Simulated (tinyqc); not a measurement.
Voltage acceleration of oxide breakdown, four models on the same data: two steps of the calculation.

Field E = V/tox in MV/cm. Models: ln(t63/1 s) = a - c X with X = E (E model), -1/E (1/E model), ln V (power law, c the exponent n) or sqrt(E).

Values chosen for this exercise:

| symbol | value | unit | meaning |
|---|---|---|---|
| tox | 4.2 | nm | oxide thickness |
| Vu | 1.8 | V | use voltage |
| Ts | 373 | K | stress temperature |
| Tu | 328 | K | use temperature |
| Ea | 0.64 | eV | activation energy |
| ks | 0.0003 |  | factor for area and percentile |

Constants: q = 1.602176634e-19 C, kB = 1.380649e-23 J/K. Results are converted to the units shown.

Problem 1. Fitting the models. The three stress times were made with the 1/E model, c = 357, and are treated as data. For each model fit ln t63 on X by least squares over the three points.

V, stress 0 to 2 (V): [3.13, 3.52, 4.09]
t63, stress 0 to 2 (s): [66610, 330, 0.8717]

Wanted: c; a; largest misfit in ln t63 (0: below 0.002).

Solution 1.

c, model E to sqrt E: [4.8792, 357.00, 41.919, 28.634]
a, model E to sqrt E: [47.179, -36.797, 58.799, 89.062]
largest misfit in ln t63 (0: below 0.002), model E to sqrt E: [0.48740, 0.00000, 0.24667, 0.36803]

The worst misfit of any model is 0.49 in ln t63, a factor of 1.63 in time, comparable to the scatter of t63 from small samples, so such data hardly tell the models apart.

Problem 2. Projection to use conditions. Project to Vu, multiply by exp[(Ea q/kB)(1/Tu - 1/Ts)] and by ks; ten years are 3.15576e8 s. The largest voltage for ten years solves the same relation for V.

c, model E to sqrt E: [4.8792326, 356.99725, 41.918902, 28.633923]
a, model E to sqrt E: [47.179113, -36.797173, 58.799068, 89.061975]

Find: temperature factor; lifetime; largest voltage for ten years.

Solution 2.

temperature factor = 15.36
lifetime, model E to sqrt E (years): [37.37, 2.291e10, 9.994e4, 1257]
largest voltage for ten years, model E to sqrt E (V): [1.913, 2.428, 2.242, 2.106]

The lifetimes span 8.79 decades, from the E model (most cautious) to the 1/E model; the allowed voltage spans 1.91 to 2.43 V. 4 of the four models pass ten years at Vu. Lifetimes beyond a thousand years are formal extrapolations.

Range of the model: All four laws are empirical fits; none is established far below the stress range.

Computed by the program tinyqc: `OMP_NUM_THREADS=1 python tinyqc.py 2070099 2070100 out.jsonl`, one thread of a shared Intel Xeon 2.30GHz, about 0.01 s for the whole run.
